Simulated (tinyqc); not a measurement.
Heisenberg magnet: exchange from energy differences, ordering vector, linear spin waves and ordering temperature: one step, computed by the program tinyqc. Command: `OMP_NUM_THREADS=1 python tinyqc.py 3024703 3024704 out.jsonl magnon walk`. One thread of a shared host (Intel(R) Xeon(R) Processor @ 2.30GHz), about 0.2 s of CPU time with the checks.

H = -sum over pairs <ij> J_ij S_i.S_j - K sum_i (S_i^z)^2, each pair once, J > 0 ferromagnetic. First neighbours: 8 at a (0.5, 0.5, 0.5), second: 6 at a (1, 0, 0), with all permutations and signs.

Question. Magnon energy at q. J(q) = J1 g1(q) + J2 g2(q), g_s(q) = sum over shell s of cos(q.R). g_s(q) = sum over shell s of cos(q.R), z1 = g1(0). A(q) = S [-J1 g1(0) + J2 (g2(0) - g2(q))] + (2S - 1) K, B(q) = S J1 g1(q), E(q) = sqrt(A^2 - B^2). The factor 2S - 1 removes the anisotropy for S = 1/2.

Inputs (values chosen for the exercise, for a model magnet):

| quantity | value | unit |
|---|---|---|
| exchange J1 | -4.6 | meV |
| exchange J2 | 0.1 | meV |
| spin S | 1 | - |
| single-ion anisotropy K | 0.062 | meV |

Lattice: bcc. Order: Neel (nearest neighbours antiparallel).

wave vector q (2 pi/a): 0.14  0.24  0.25

Constants: h x 1 THz = 4.135667696 meV.

Give: g1(q); g2(q); E(q); frequency.

Answer.

g1(q) = 3.731

g2(q) = 1.400

E(q) = 33.14 meV

frequency = 8.014 THz
